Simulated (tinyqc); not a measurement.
Worked calculation: empirical pseudopotential in a few plane waves. One step of it, computed by the program tinyqc.

Task: Levels at G. Diagonalise the Hermitian matrix.

H(k) at G (eV):
```
           +0+0+0     -1-1-1     -1-1+1     -1+1-1     -1+1+1     +1-1-1     +1-1+1     +1+1-1
+0+0+0   0.000000   2.087687  -2.087687  -2.087687  -2.087687  -2.087687  -2.087687  -2.087687
-1-1-1   2.087687  12.745885   0.000000   0.000000  -0.517016   0.000000  -0.517016  -0.517016
-1-1+1  -2.087687   0.000000  12.745885   0.517016   0.000000   0.517016   0.000000   0.000000
-1+1-1  -2.087687   0.000000   0.517016  12.745885   0.000000   0.517016   0.000000   0.000000
-1+1+1  -2.087687  -0.517016   0.000000   0.000000  12.745885   0.000000   0.517016   0.517016
+1-1-1  -2.087687   0.000000   0.517016   0.517016   0.000000  12.745885   0.000000   0.000000
+1-1+1  -2.087687  -0.517016   0.000000   0.000000   0.517016   0.000000  12.745885   0.517016
+1+1-1  -2.087687  -0.517016   0.000000   0.000000   0.517016   0.000000   0.517016  12.745885
+1+1+1   2.087687   0.000000  -0.517016  -0.517016   0.000000  -0.517016   0.000000   0.000000
-2+0+0   0.000000  -2.087687  -2.087687  -2.087687   2.087687   0.673447  -0.673447  -0.673447
+0-2+0   0.000000  -2.087687  -2.087687   0.673447  -0.673447  -2.087687   2.087687  -0.673447
+0+0-2   0.000000  -2.087687   0.673447  -2.087687  -0.673447  -2.087687  -0.673447   2.087687
+0+0+2   0.000000  -0.673447   2.087687  -0.673447  -2.087687  -0.673447  -2.087687   0.673447
+0+2+0   0.000000  -0.673447  -0.673447   2.087687  -2.087687  -0.673447   0.673447  -2.087687
+2+0+0   0.000000  -0.673447  -0.673447  -0.673447   0.673447   2.087687  -2.087687  -2.087687

           +1+1+1     -2+0+0     +0-2+0     +0+0-2     +0+0+2     +0+2+0     +2+0+0
+0+0+0   2.087687   0.000000   0.000000   0.000000   0.000000   0.000000   0.000000
-1-1-1   0.000000  -2.087687  -2.087687  -2.087687  -0.673447  -0.673447  -0.673447
-1-1+1  -0.517016  -2.087687  -2.087687   0.673447   2.087687  -0.673447  -0.673447
-1+1-1  -0.517016  -2.087687   0.673447  -2.087687  -0.673447   2.087687  -0.673447
-1+1+1   0.000000   2.087687  -0.673447  -0.673447  -2.087687  -2.087687   0.673447
+1-1-1  -0.517016   0.673447  -2.087687  -2.087687  -0.673447  -0.673447   2.087687
+1-1+1   0.000000  -0.673447   2.087687  -0.673447  -2.087687   0.673447  -2.087687
+1+1-1   0.000000  -0.673447  -0.673447   2.087687   0.673447  -2.087687  -2.087687
+1+1+1  12.745885  -0.673447  -0.673447  -0.673447  -2.087687  -2.087687  -2.087687
-2+0+0  -0.673447  16.994513   0.517016   0.517016  -0.517016  -0.517016   0.000000
+0-2+0  -0.673447   0.517016  16.994513   0.517016  -0.517016   0.000000  -0.517016
+0+0-2  -0.673447   0.517016   0.517016  16.994513   0.000000  -0.517016  -0.517016
+0+0+2  -2.087687  -0.517016  -0.517016   0.000000  16.994513   0.517016   0.517016
+0+2+0  -2.087687  -0.517016   0.000000  -0.517016   0.517016  16.994513   0.517016
+2+0+0  -2.087687   0.000000  -0.517016  -0.517016   0.517016   0.517016  16.994513
```

Give: eigenvalues.

Result:

eigenvalues (eV): -2.1234  8.5973  8.5973  8.5973  11.2319  12.2289  12.2289  12.2289  15.9605  15.9605  16.4204  20.6261  20.6261  20.6261  22.1276
